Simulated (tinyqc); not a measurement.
Worked calculation: Hubbard chain of 5 sites. Computed by tinyqc, a small Python program that keeps every step. Settings: hopping = 0.59, U = 1.6, mixing = 1, iteration cap = 61. Command: `OMP_NUM_THREADS=1 python tinyqc.py 28771 28772 out.jsonl` (the two numbers bound the seeds that draw the settings). One thread of a shared host (Intel(R) Xeon(R) Processor @ 2.60GHz), about 0.2 s of CPU time with the checks. Later iterations appear only in the table of the cycle.

## Mean-field iteration 1

one-body matrix (hopping and site energies) (eV), lower triangle:
```
           1          2          3          4         5
1   0.000000
2  -0.590000   0.000000
3   0.000000  -0.590000   0.000000
4   0.000000   0.000000  -0.590000   0.000000
5   0.000000   0.000000   0.000000  -0.590000  0.000000
```

U = 1.600000 eV

electrons, up and down: 3  3

mixing = 1

n(up) at the start (a guess, not normalised): 1 0.900000, 2 0.300000, 3 0.900000, 4 0.300000, 5 0.900000

n(down) at the start (a guess): 1 0.300000, 2 0.900000, 3 0.300000, 4 0.900000, 5 0.300000

H(up) = T + U n(down), H(down) = T + U n(up); fill the lowest levels; n(new) = n + mixing (n(out) - n); E = tr T (rho up + rho down) + U sum n_up n_down of the output.

levels, up (eV): -0.169026  0.199408  0.480000  1.720592  2.089026

levels, down (eV): -0.169026  0.199408  1.440000  1.720592  2.089026

energy = -0.206623 eV

n(up) after iteration 1: 1 0.859867, 2 0.235942, 3 0.808382, 4 0.235942, 5 0.859867

n(down) after iteration 1: 1 0.473466, 2 0.764058, 3 0.524952, 4 0.764058, 5 0.473466

## Mean-field iteration 2

As before.

levels, up (eV): -0.025907  0.355871  0.785643  1.624168  2.060226

levels, down (eV): -0.276596  0.103834  1.346894  1.649461  1.976407

energy = -0.267657 eV

n(up) after iteration 2: 1 0.780329, 2 0.359425, 3 0.720492, 4 0.359425, 5 0.780329

n(down) after iteration 2: 1 0.448983, 2 0.766851, 3 0.568333, 4 0.766851, 5 0.448983

## Convergence

Each step fills the lowest levels of T + U n(other spin) and sets n(new) = n + mixing (n(out) - n); stop when output and input agree to 1e-8.

Course of the cycle:
```
iteration       E (eV)  largest |n(out) - n(in)|  mean |n_up - n_down|
1          -0.20662262                  2.25e-01              0.422493
2          -0.26765676                  1.23e-01              0.325941
3          -0.28958983                  7.07e-02              0.271682
4          -0.29934780                  5.63e-02              0.229489
5          -0.30444711                  3.93e-02              0.200698
6          -0.30736362                  3.35e-02              0.180481
7          -0.30922250                  2.65e-02              0.165047
8          -0.31048498                  2.30e-02              0.153638
9          -0.31140554                  2.11e-02              0.141186
10         -0.31210253                  1.75e-02              0.131647
11         -0.31265080                  1.72e-02              0.121410
...                ...                       ...                   ...
51         -0.31547745                  9.37e-04              0.008090
52         -0.31547884                  8.73e-04              0.007575
53         -0.31548005                  8.21e-04              0.007089
54         -0.31548111                  7.65e-04              0.006638
55         -0.31548204                  7.19e-04              0.006213
56         -0.31548286                  6.70e-04              0.005817
57         -0.31548357                  6.30e-04              0.005445
58         -0.31548420                  5.88e-04              0.005098
59         -0.31548474                  5.52e-04              0.004772
60         -0.31548523                  5.15e-04              0.004468
61         -0.31548565                  4.83e-04              0.004182
```

Not converged within 61 iterations: the residual falls steadily but slowly, by a factor of about 0.94 a step. The lowest mean-field energy found from random starts is -0.36108 eV. Reruns (cap 100 unless said): mixing 0.2: not converged; mixing 0.5: not converged; mixing 0.9: not converged; the original settings with a cap of 400: converged in 143 (E = -0.36108).

## Exact diagonalisation (100 states)

Lowest levels of the sector, and the double occupancy of the lowest state.

lowest levels (eV): -0.672913  -0.341780  -0.046574  -0.007063  0.144414  0.237494

double occupancy per site = 0.279462

## The lowest level by Lanczos steps

From a random start vector (not printed): a_j = <q_j|H|q_j>, b_j = norm of the remainder after orthogonalising; the Ritz value is the lowest eigenvalue of the tridiagonal matrix of a and b so far.

Lanczos:
```
j   a_j (eV)  b_j (eV)  lowest Ritz value (eV)
1   2.228692  1.819417              2.22869173
2   2.366736  1.918883              0.47698773
3   2.268320  1.737197             -0.33689172
4   3.733813  1.997497             -0.55691371
5   3.356354  1.814067             -0.63054729
6   2.993442  1.536621             -0.65959328
7   2.958071  1.619630             -0.66880641
8   3.231663  1.626270             -0.67173796
9   3.166632  1.481565             -0.67262274
10  3.267172  1.548554             -0.67282856
```
